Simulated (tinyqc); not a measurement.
Keating valence-force model of a tetrahedral crystal: one step, computed by the program tinyqc. Command: `OMP_NUM_THREADS=1 python tinyqc.py 3022666 3022667 out.jsonl keating walk`. One thread of a shared host (Intel(R) Xeon(R) Processor @ 2.30GHz), about 0.04 s of CPU time with the checks.

Atom A sits at 0 and atom B at a/4 (1,1,1) of an fcc lattice; the four bonds from A are t = a/4 (1,1,1), a/4 (1,-1,-1), a/4 (-1,1,-1), a/4 (-1,-1,1), of length d = sqrt(3) a/4. Energy: E = (3 alpha/(8 d^2)) sum over bonds (r.r - d^2)^2 + (3 beta/(8 d^2)) sum over pairs of bonds at one atom (r_i.r_j + d^2/3)^2, with beta_A for the six pairs at A and beta_B for the six at B. The cell holds two atoms, Omega = a^3/4. 1 N/m = 1 J/m^2. With constants fitted to the elastic moduli this model puts optical and zone-boundary frequencies of real crystals too high, by up to about 20 % in elemental crystals and up to about 50 % in compounds, and mostly by more for TA modes; in compounds the lattice part of the static dielectric constant then comes out too low.

Task: Frequencies at q. Diagonalise the Hermitian matrix D. An eigenvalue lambda of D in eV/(angstrom^2 u) gives nu = 15.6333042 THz x sqrt(lambda). The weight on A is the sum of |e|^2 over the three components of atom A.

Structure: zinc blende.

D(q) (eV/(angstrom^2 u)), rows A x, A y, A z, B x, B y, B z:
$$\begin{pmatrix}
0.384308 & 0.004137+0.018799i & 0.004534+0.016451i & -0.131246+0.113297i & 0.161684-0.038184i & 0.184384-0.033483i \\
0.004137-0.018799i & 0.351161 & 0.007815-0.000409i & 0.161684-0.038184i & -0.131246+0.113297i & 0.015118-0.408366i \\
0.004534-0.016451i & 0.007815+0.000409i & 0.349271 & 0.184384-0.033483i & 0.015118-0.408366i & -0.131246+0.113297i \\
-0.131246-0.113297i & 0.161684+0.038184i & 0.184384+0.033483i & 1.912896 & 0.020594-0.093571i & 0.022567-0.081884i \\
0.161684+0.038184i & -0.131246-0.113297i & 0.015118+0.408366i & 0.020594+0.093571i & 1.747909 & 0.038898+0.002035i \\
0.184384+0.033483i & 0.015118+0.408366i & -0.131246-0.113297i & 0.022567+0.081884i & 0.038898-0.002035i & 1.738502
\end{pmatrix}$$

Constants: nu for 1 eV/(angstrom^2 u) = 15.6333042 THz.

Give: frequencies; weights on atom A.

Result:

frequencies (THz): [6.11, 7.58, 9.29, 20.62, 21.51, 22.70]

weights on atom A: [0.8912, 0.9227, 0.9905, 0.0192, 0.1089, 0.0675]
